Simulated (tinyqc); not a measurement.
## Saturation velocity and mobility from two gate lengths

Problem. Isat = Cox vsat Vg (x - 1)/(x + 1) per width, x = sqrt(1 + 2 mu Vg/(m vsat L)), with no series resistance and the same overdrive Vg and mu at both lengths. Find vsat and mu.

Values chosen for this exercise:
- Cox = 1.78 uF/cm^2 (gate capacitance)
- m = 1.37 (body factor)

Vg = 0.73 V
Isat at L = 0.13 and 0.39 um (uA/um): [336.79362, 167.30652]

Answer. The ratio of the currents depends on c = 2 mu Vg/(m vsat) alone and falls steadily from L2/L1 to 1 as c grows, so it fixes c; either current then gives vsat.

vsat = 8.50e6 cm/s
mu = 262 cm^2/(V s)

Numbers from tinyqc (`OMP_NUM_THREADS=1 python tinyqc.py 2500064 2500065 out.jsonl`; about 0.01 s on one thread of a shared Intel Xeon 2.30GHz).
